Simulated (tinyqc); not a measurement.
Worked calculation: eight-band Kane k.p model with strain. Values are carried at full precision from step to step, so a last printed digit may differ when a step is redone from the rounded ones.

Constants: hbar^2/2m0 = 3.80998211 eV angstrom^2.

Values chosen for the exercise (near those of Ge; the results hold for these values, not for the real material):

| symbol | value | unit | meaning |
|---|---|---|---|
| Eg | 0.915 | eV | gap at Gamma to the s-like level |
| Dso | 0.3 | eV | spin-orbit splitting |
| Ep | 25.2 | eV | Kane energy |
| me | 0.0363 | m0 | electron mass at Gamma |
| g1 | 13.26 |  | Luttinger gamma1 |
| g2 | 4.22 |  | gamma2 |
| g3 | 5.7 |  | gamma3 |
| a | 5.669 | angstrom | lattice constant |
| a_sub | 5.702 | angstrom | lattice constant of the substrate |
| C11 | 124.8 | GPa |  |
| C12 | 50.3 | GPa |  |
| C44 | 65.1 | GPa |  |
| face | 001 |  | growth face |
| ac | -8.19 | eV | conduction deformation potential |
| av | 1.18 | eV | valence hydrostatic potential |
| b | -2.59 | eV | tetragonal shear potential |
| d | -5.38 | eV | trigonal shear potential |
| k | (-0.012, 0.03, 0) | 1/angstrom | wave vector |
| kmax | 0.06 | 1/angstrom | end of the path |

## Derived values

P = sqrt(Ep c); A = 1/me - Ep (Eg + 2 Dso/3)/(Eg (Eg + Dso)) keeps the electron mass; g1' = g1 - Ep/(3 Eg), g2' = g2 - Ep/(6 Eg), g3' = g3 - Ep/(6 Eg) remove the coupling to S that the Luttinger values already hold; L = -c (g1' + 4 g2'), M = -c (g1' - 2 g2'), N = -6 c g3'. c = hbar^2/2m0.

P = 9.7985 eV angstrom
A = 2.2740

g1', g2', g3': 4.0797  -0.3702  1.1098

L, M, N (eV angstrom^2): -9.9022  -18.3641  -25.3707

The coupling to the valence bands supplies 25.27, against 1/me = 27.55; A makes up the difference. A > 0 and L, M < 0: every diagonal term bends away from the gap.

## Strain of a layer grown coherently on a (001) face

e_par = (a_sub - a)/a in the plane; no stress along the normal: e_perp = -2 (C12/C11) e_par; exx = eyy = e_par, ezz = e_perp, no shear.

e_par = 0.005821
e_perp = -0.004692

strain tensor in the cubic axes:
```
          x         y          z
x  0.005821  0.000000   0.000000
y  0.000000  0.005821   0.000000
z  0.000000  0.000000  -0.004692
```

The layer is under tension in the plane; its volume changes by +0.695 %.

## Strain terms

Strain (Bir-Pikus): H_SS gains ac tr(e); H_XX gains l exx + m (eyy + ezz) and H_XY gains n exy, with l = av + 2 b, m = av - b, n = sqrt(3) d. The sign of av is such that the gap moves by (ac - av) tr(e); the change of P with strain is neglected.

Form the strain terms of the Hamiltonian.

ac tr(e) = -0.05692 eV

strain block of X, Y, Z (the same for both spins) (eV):
```
          X         Y        Z
X  -0.01903         0        0
Y         0  -0.01903        0
Z         0         0  0.06266
```

## The Hamiltonian at one k

Eight-band Kane model, basis S, X, Y, Z times spin, zero of energy at the top of the unstrained valence band, c = hbar^2/2m0. Within each spin: H_SS = Eg + A c k^2, H_SX = i P kx (likewise Y, Z), H_XX = -Dso/3 + L kx^2 + M (ky^2 + kz^2), H_XY = N kx ky, and cyclic. Spin-orbit term (Dso/3) L.sigma on X, Y, Z with (L_k)_ij = -i epsilon_kij: <X+|H|Y+> = -i Dso/3, <X+|H|Z-> = Dso/3, <Y+|H|Z-> = -i Dso/3, <Z+|H|X-> = -Dso/3, <Z+|H|Y-> = i Dso/3, <X-|H|Y-> = i Dso/3, and their conjugates; + and - are the spin along z. Terms from inversion asymmetry are left out, so every level is twofold.

Fill in the matrix, adding ac tr(e) to H_SS and the strain block to X, Y, Z of each spin.

H(k) (eV):
```
          S+              X+              Y+        Z+        S-              X-
S+    0.8671        -0.1176i         0.2940i         0         0               0
X+   0.1176i         -0.1370  0.0091-0.1000i         0         0               0
Y+  -0.2940i  0.0091+0.1000i         -0.1306         0         0               0
Z+         0               0               0   -0.0565         0         -0.1000
S-         0               0               0         0    0.8671        -0.1176i
X-         0               0               0   -0.1000   0.1176i         -0.1370
Y-         0               0               0  -0.1000i  -0.2940i  0.0091-0.1000i
Z-         0          0.1000         0.1000i         0         0               0

                Y-        Z-
S+               0         0
X+               0    0.1000
Y+               0  -0.1000i
Z+         0.1000i         0
S-         0.2940i         0
X-  0.0091+0.1000i         0
Y-         -0.1306         0
Z-               0   -0.0565
```

## Levels and orbital character

Diagonalise H; the levels come in pairs. The weights are summed over spin and averaged over each pair.

levels, each twofold (eV): -0.3506  -0.0831  0.0168  0.9599

weights:
```
   pair 1  pair 2  pair 3  pair 4
S   0.035   0.043   0.003   0.920
X   0.320   0.466   0.203   0.011
Y   0.468   0.403   0.061   0.069
Z   0.177   0.088   0.734   0.001
```

The conduction pair has 8.0 % valence character at this k; the valence pair with most S character is pair 2 (4.3 %).

## Bands along [110] and [100]

The same diagonalisation at six points |k| = 0, kmax/5, ..., kmax along each direction.

Levels (eV):

| direction | \|k\| (1/angstrom) | pair 1 | pair 2 | pair 3 | pair 4 |
|---|---|---|---|---|---|
| [110] | 0.000 | -0.2963 | -0.0190 | 0.0399 | 0.8581 |
| [110] | 0.012 | -0.3032 | -0.0289 | 0.0359 | 0.8735 |
| [110] | 0.024 | -0.3258 | -0.0567 | 0.0267 | 0.9166 |
| [110] | 0.036 | -0.3685 | -0.0939 | 0.0152 | 0.9807 |
| [110] | 0.048 | -0.4351 | -0.1304 | 0.0019 | 1.0588 |
| [110] | 0.060 | -0.5245 | -0.1622 | -0.0132 | 1.1459 |
| [100] | 0.000 | -0.2963 | -0.0190 | 0.0399 | 0.8581 |
| [100] | 0.012 | -0.3031 | -0.0289 | 0.0357 | 0.8735 |
| [100] | 0.024 | -0.3244 | -0.0569 | 0.0250 | 0.9171 |
| [100] | 0.036 | -0.3618 | -0.0972 | 0.0098 | 0.9827 |
| [100] | 0.048 | -0.4168 | -0.1420 | -0.0099 | 1.0639 |
| [100] | 0.060 | -0.4886 | -0.1868 | -0.0344 | 1.1559 |

At kmax the conduction band lies 10.0 meV and the top valence band 21.2 meV apart between the two directions. k.p holds near Gamma; the zone edge lies near 1 1/angstrom.

## Masses at Gamma

m*/m0 = c h^2/(E(h) - E(0)) with |k| = h = 0.0001 1/angstrom; negative values are hole-like.

Masses (m0):

| direction | pair 1 | pair 2 | pair 3 | pair 4 |
|---|---|---|---|---|
| [110] | -0.081 | -0.055 | -0.123 | 0.035 |
| [100] | -0.081 | -0.055 | -0.123 | 0.035 |

Strain has split the top two pairs at Gamma, so each has its own mass tensor; the top pair has -0.123 along [110] and -0.123 along [100].

## Checks

- Electron mass of the unstrained model by finite differences against the input me: both 0.03630.
- Heavy-hole mass along [100] against 1/(g1 - 2 g2): both 0.2075.
- Light-hole mass along [100] against 1/(g1 + 2 g2): both 0.04608.

Run: tinyqc, `OMP_NUM_THREADS=1 python tinyqc.py 1081280 1081281 out.jsonl`; Intel(R) Xeon(R) Processor @ 2.30GHz, one thread, shared host; about 0.05 s of CPU time with all checks.
